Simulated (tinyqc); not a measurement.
Rapid thermal processing of a wafer: radiative balance, ramp and cooling, pattern effects, pyrometer error and spike budget: one step, computed by the program tinyqc. Command: `OMP_NUM_THREADS=1 python tinyqc.py 3110657 3110658 out.jsonl rtp walk`. One thread of a shared host (Intel(R) Xeon(R) Processor @ 2.30GHz), about 0.04 s of CPU time with the checks.

The wafer is opaque and uniform through its thickness unless said otherwise; temperatures in formulas are in kelvin (C + 273.15). sigma = 5.670374419e-12 W/(cm^2 K^4).

Question. Pattern effect. At steady state a sinusoidal change of absorbed power of relative amplitude a and period p gives the temperature amplitude a q/(dq/dT + k d (2 pi/p)^2); healing length l = sqrt(k d/(dq/dT)); process change = E_a dT/(k_B T^2). Emissivity is taken as unchanged.

Inputs (values chosen for the exercise, modelled on a hot silicon wafer): wafer thickness d = 775 micrometre; thermal conductivity k = 0.24 W/(cm K); wall temperature T_w = 350 K; process temperature = 929 C; relative change of absorptivity over a pattern = 13 %; period of the pattern = 4.3 mm; activation energy of the process E_a = 4 eV.

dq/dT = 33.08671 mW/(cm^2 K)

holding power q = 10.37628 W/cm^2

Constants: k_B = 8.617333262e-05 eV/K.

Give: healing length l; amplitude without lateral conduction; amplitude; change of the process rate.

Answer.

healing length l = 7.498 mm

amplitude without lateral conduction = 40.77 K

amplitude = 0.3369 K

change of the process rate = 1.082 %

Lateral conduction cuts the amplitude to 0.83 %, since p/(2 pi l) = 0.091.
